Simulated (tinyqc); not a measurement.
Configuration-coordinate model of carrier capture at a defect: one step. The two parabolas. Two cases, with inputs chosen for the exercise.

Task: Form S, k, dQ, the crossing point Qc = (ER - ET)/(k dQ), Eb, and the emission barrier Eb + ET.

Two parabolas of equal curvature k in one coordinate Q: with the carrier free at the band edge, U_f = k Q^2/2; with the carrier trapped, U_t = k (Q - dQ)^2/2 - ET. ER = k dQ^2/2, Huang-Rhys factor S = ER/hw, hw = 0.0646541 sqrt(k/M) eV for k in eV/angstrom^2 and M in u. The curves cross at a height Eb = (ER - ET)^2/(4 ER) above the free minimum.

Case 1.

Values chosen (of the size met at a deep level in Si; the results hold for these values, not for the real material): ET = 0.3 eV (thermal depth of the level below the band edge); ER = 0.24 eV (relaxation energy); hw = 0.027 eV (phonon energy of the mode); M = 28 u (mass of the mode).

Case 2.

Values chosen (of the size met at a vacancy centre in SiC; the results hold for these values, not for the real material): ET = 0.91 eV (thermal depth of the level below the band edge); ER = 0.48 eV (relaxation energy); hw = 0.046 eV (phonon energy of the mode); M = 28 u (mass of the mode).

Give: S; k; dQ; Qc; barriers.

Result:

Case 1.

S = 8.889
k = 4.8831 eV/angstrom^2
dQ = 0.3135 angstrom
Qc = -0.0392 angstrom

barriers (eV): capture 0.0037, emission 0.3038

Case 2.

S = 10.435
k = 14.1736 eV/angstrom^2
dQ = 0.2603 angstrom
Qc = -0.1166 angstrom

barriers (eV): capture 0.0963, emission 1.0063

ER < ET: the crossing lies on the far side of the free minimum (the inverted case), where tunnelling between vibrational states can matter much if Eb is well above hw.

Computed by tinyqc, one run a case: `OMP_NUM_THREADS=1 python tinyqc.py N N+1 out.jsonl` with N = 1482426, 1482759; one thread of a shared Intel(R) Xeon(R) Processor @ 2.30GHz, about 0.01 s a run at most.
